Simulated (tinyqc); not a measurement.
Comparisons within one model: virtual-crystal alloy in the empirical-pseudopotential method. A value that a table varies takes the place of the one given here.

Empirical pseudopotential on the fcc lattice, atoms at +/- tau, tau = a (1,1,1)/8, no spin-orbit coupling. H(G,G') = c (2 pi/a)^2 |k + G|^2 delta + VS(q) cos(q.tau) + i VA(q) sin(q.tau), q = G - G', c = hbar^2/2m0; k and G in units of 2 pi/a; VS at |q|^2 = 3, 8, 11 and VA at 3, 4, 11, in rydberg, zero elsewhere. At each k the basis holds all G with |k + G|^2 up to 16; energies are counted from the fourth level at Gamma.

Virtual crystal A(1-x)B(x): a = (1 - x) a_A + x a_B. Rule linear: V = (1 - x) V_A + x V_B. Rule volume: V = [(1 - x) a_A^3 V_A + x a_B^3 V_B]/a^3, since a form factor is an atomic potential divided by the cell volume.

Constants: hbar^2/2m0 = 3.80998211 eV angstrom^2; Ry = 13.60569312 eV.

Inputs chosen for the exercise (classic local form factors of the size used for Si (A) and Ge (B), which place X and L only to a few tenths of an eV; shifted at random, so the results belong to these values and not to a real crystal):
- a = (5.422, 5.651) angstrom (lattice constants of A, B)
- VSA = (-0.208, 0.039, 0.081) Ry (symmetric form factors of A)
- VAA = (0, 0, 0) Ry (antisymmetric form factors of A)
- VSB = (-0.23, 0.01, 0.059) Ry (symmetric form factors of B)
- VAB = (0, 0, 0) Ry (antisymmetric form factors of B)
- rule = volume (mixing rule)

## Gaps across the alloy

Gaps from the valence top to the fifth band at Gamma, at L = (1/2,1/2,1/2) and at the lowest of k = (f,0,0), f = 0.70, 0.75, ..., 1.00. Bowing C = 4 [(E(0) + E(1))/2 - E(1/2)].

Gaps (eV):

| x | Gamma | Delta/X | f of the minimum | L | lowest |
|---|---|---|---|---|---|
| 0.000 | 3.349 | 0.715 | 0.85 | 1.805 | Delta/X |
| 0.167 | 3.368 | 0.760 | 0.85 | 1.649 | Delta/X |
| 0.333 | 2.994 | 0.803 | 0.85 | 1.492 | Delta/X |
| 0.500 | 2.528 | 0.843 | 0.85 | 1.337 | Delta/X |
| 0.667 | 2.071 | 0.882 | 0.85 | 1.184 | Delta/X |
| 0.833 | 1.623 | 0.918 | 0.85 | 1.032 | Delta/X |
| 1.000 | 1.184 | 0.951 | 0.85 | 0.884 | L |

bowing (eV): Gamma -1.045, Delta/X -0.041, L 0.030

The lowest valley changes: Delta/X to L between x = 0.833 and 1.000. From A to B the Gamma gap moves by -2.16 eV, L by -0.92 eV and Delta/X by +0.24 eV; a move of Delta/X below about 0.4 eV is within the error of such form factors, sign included. The virtual crystal holds no disorder and no bond relaxation, so its bowing comes from the non-linear dependence on the mean potential and volume alone, and it may differ from measured bowing, which is positive in these alloys, in size and even in sign; crossings move with it; where the character of the fifth band at Gamma changes along x, its value mixes two levels.

## Two mixing rules

Gaps from the valence top to the fifth band at Gamma, at L = (1/2,1/2,1/2) and at the lowest of k = (f,0,0), f = 0.70, 0.75, ..., 1.00. Both rules agree at the ends.

Gaps (eV):

| x | Gamma, linear | Delta/X, linear | L, linear | Gamma, volume | Delta/X, volume | L, volume |
|---|---|---|---|---|---|---|
| 0.25 | 3.292 | 0.781 | 1.594 | 3.230 | 0.782 | 1.570 |
| 0.50 | 2.611 | 0.843 | 1.369 | 2.528 | 0.843 | 1.337 |
| 0.75 | 1.909 | 0.900 | 1.132 | 1.845 | 0.900 | 1.108 |

At x = 0.5 the volume rule moves Gamma by -84 meV, Delta/X by 0 meV and L by -32 meV, that is the bowing by -4 times these; the lattice constants differ by 4.2 %, and the rules would coincide for equal ones.

(tinyqc, `OMP_NUM_THREADS=1 python tinyqc.py 1050925 1050926 out.jsonl`, Intel(R) Xeon(R) Processor @ 2.30GHz, 1 thread, shared host, about 0.2 s.)
